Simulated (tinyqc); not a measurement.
What moves the results: Shockley-Read-Hall recombination through one deep level. A value that a table varies takes the place of the one given here.

One level at Et with degeneracy 1: tn = 1/(sn vth Nt), tp = 1/(sp_ vth Nt), n1 = Nc exp((Et - Eg)/kT), p1 = Nv exp(-Et/kT), ni^2 = n1 p1. Equilibrium n0 = Nm, p0 = ni^2/Nm; n = n0 + dn, p = p0 + dn. U = (n p - ni^2)/(tp (n + n1) + tn (p + p1)), lifetime dn/U; emission rates en = sn vth n1, ep = sp_ vth p1.

Constants: kB = 8.617333262e-05 eV/K.

Values chosen for the exercise (gap and densities of states near those of GaN at this temperature; not measured data): E1 = 1.561 eV (level (0/-1) above Ev); E2 = 2.427 eV (level (-1/-2) above Ev); gm = 2 (degeneracy of the middle state, the others 1); T = 400 K; Eg = 3.444 eV (gap); Nc = 3.46e+18 1/cm^3 (conduction-band density of states); Nv = 6.54e+19 1/cm^3 (valence-band density of states); Nd = 4.3e+12 1/cm^3 (ionised shallow donors minus acceptors); Et = 1.561 eV (recombination level above Ev); Nt = 1.3e+13 1/cm^3 (defects); sn = 5.1e-16 cm^2 (electron capture cross-section); sp_ = 3.9e-15 cm^2 (hole capture cross-section); vth = 14000000 cm/s (thermal velocity, both carriers); Nm = 2.7e+16 1/cm^3 (equilibrium electrons for the lifetime steps); dn = 3.7e+15 1/cm^3 (excess pairs).

## Charge state against the Fermi level (deep level with several charge states)

Energies from Ev. The defect has charge states 0, -1, -2 with weights 1, gm exp((EF - E1)/kT), exp((2 EF - E1 - E2)/kT); the shares are the weights over their sum. Boltzmann carriers: n = Nc exp((EF - Eg)/kT), p = Nv exp(-EF/kT). Neutrality: p - n + Nd + Nt <q> = 0.

Shares:
```
EF (eV)      0     -1     -2     <q>
0.207    1.000  0.000  0.000   0.000
0.482    1.000  0.000  0.000   0.000
0.758    1.000  0.000  0.000   0.000
1.033    1.000  0.000  0.000   0.000
1.309    0.999  0.001  0.000  -0.001
1.584    0.204  0.796  0.000  -0.796
1.860    0.000  1.000  0.000  -1.000
2.135    0.000  1.000  0.000  -1.000
2.411    0.000  0.761  0.239  -1.239
2.686    0.000  0.001  0.999  -1.999
2.962    0.000  0.000  1.000  -2.000
3.237    0.000  0.000  1.000  -2.000
```

Where the levels are several kT apart the middle state rules between about E1 - kT ln gm = 1.537 and E2 + kT ln gm = 2.451 eV; its largest share listed is 1.000. Each step spreads from 10 % to 90 % over 4.4 kT = 0.151 eV.

## Defects against doping (deep level with several charge states)

Nt takes the listed multiples of |Nd|; the resistivity uses mobilities of 1000 (electrons) and 300 (holes) cm^2/(V s), chosen for the exercise, and e = 1.602176634e-19 C.

Neutral state:
```
Nt/|Nd|  EF (eV)  n (1/cm^3)  p (1/cm^3)  rho (ohm cm)
0.01      2.9746    4.21e+12    2.18e-18      1.48e+03
0.10      2.9676    3.44e+12    2.66e-18      1.81e+03
0.30      2.9437    1.72e+12    5.33e-18      3.63e+03
0.60      2.4748    2.13e+06    4.31e-12      2.94e+09
0.90      2.3792    1.33e+05    6.90e-11      4.70e+10
1.10      1.6165    3.26e-05       0.281      7.40e+16
1.50      1.5610    6.52e-06        1.41      1.48e+16
3.00      1.5132    1.63e-06        5.62      3.70e+15
10.00     1.4614    3.62e-07        25.3      8.22e+14
```

EF goes from 2.975 to 1.461 eV and the resistivity from 1.48e+03 to 8.22e+14 ohm cm, with a largest value of 7.4e+16 (values above about 1e13 are formal: hopping and surfaces conduct more). The largest move of EF, -0.763 eV, comes between Nt/|Nd| = 0.9 and 1.1; the levels lie at 1.561 and 2.427 eV. A defect can take up to two electrons, so EF leaves the neighbourhood of the band edge near Nt = Nd/2 and drops from the upper towards the lower level near Nt = Nd. The type changes along the table.

## Lifetime against injection

Recombination:
```
dn (1/cm^3)  lifetime (microsecond)  U (1/(cm^3 s))
1.0e+11                       1.409        7.10e+16
1.0e+12                       1.409        7.10e+17
1.0e+13                       1.413        7.08e+18
1.0e+14                       1.449        6.90e+19
1.0e+15                       1.794        5.58e+20
1.0e+16                       4.321        2.31e+21
1.0e+17                       9.892        1.01e+22
1.0e+18                       11.90        8.40e+22
```

The lifetime rises from 1.409 to 11.9 microsecond; tn + tp = 12.18. At low injection it is tp (1 + n1/n0) + tn p1/n0 with n1/Nm = 2.4e-22 and p1/Nm = 5.2e-17: re-emission is negligible, so minority capture alone counts. Auger and radiative paths are left out; they cut in at the highest injections, and in a doped direct-gap crystal the radiative one counts at all injections. dn = dp neglects trapped charge, which matters where the traps hold a charge comparable with dn, at low injection and with very unequal cross sections.

## Where a level does most harm

Et takes the values listed; G = Nt en ep/(en + ep) in a depleted region; the lifetime is for dn = 1e11 1/cm^3.

Results:
```
Et (eV)  lifetime (microsecond)  G (1/(cm^3 s))
0.207                      65.7        5.28e-18
0.482                      1.43        1.54e-14
0.758                      1.41        4.62e-11
1.033                      1.41        1.35e-07
1.309                      1.41        0.000404
1.584                      1.41            1.18
1.860                      1.41             163
2.135                      1.41          0.0585
2.411                      1.41        1.95e-05
2.686                      1.41        6.68e-09
2.962                      1.41        2.22e-12
3.237                      1.85        7.63e-16
```

Generation peaks where en = ep, at Eg/2 + (kT/2) ln(sp_ Nv/(sn Nc)) = 1.808 eV; the largest value listed is at 1.860 eV, and G falls by a decade for each 0.079 eV away from the peak. The lifetime is within a factor 2 of its minimum, 1.41 microsecond, from 0.482 to 3.237 eV: recombination tolerates a wide range of Et, generation a narrow one.

## What moves lifetime and leakage

G = Nt en ep/(en + ep). Each row changes one parameter from the base and keeps the others.

Results:
```
case                  lifetime (microsecond)  G (1/(cm^3 s))
base                                   2.707           0.605
Et = 1.601 eV                          2.707            1.93
sn = 1.02e-15 cm^2                     2.058            1.21
sp_ = 7.8e-15 cm^2                     2.003           0.605
Nt = 6.5e+12 1/cm^3                    5.415           0.303
Nm = 8.1e+16 1/cm^3                    1.879           0.605
dn = 1.11e+16 1/cm^3                   4.548           0.605
```

The largest shifts from the base row, up to three for each result and ties (the steps differ in size, so this ranks the rows, not the parameters). lifetime (microsecond): Nt +2.71, dn +1.84, Nm -0.828; unchanged at the printed digits by Et. G (1/(cm^3 s)): Et +1.33, sn +0.605, Nt -0.303; unchanged at the printed digits by sp_, Nm and dn.

(tinyqc, `OMP_NUM_THREADS=1 python tinyqc.py 1651647 1651648 out.jsonl`, Intel(R) Xeon(R) Processor @ 2.30GHz, 1 thread, shared host, about 0.01 s.)
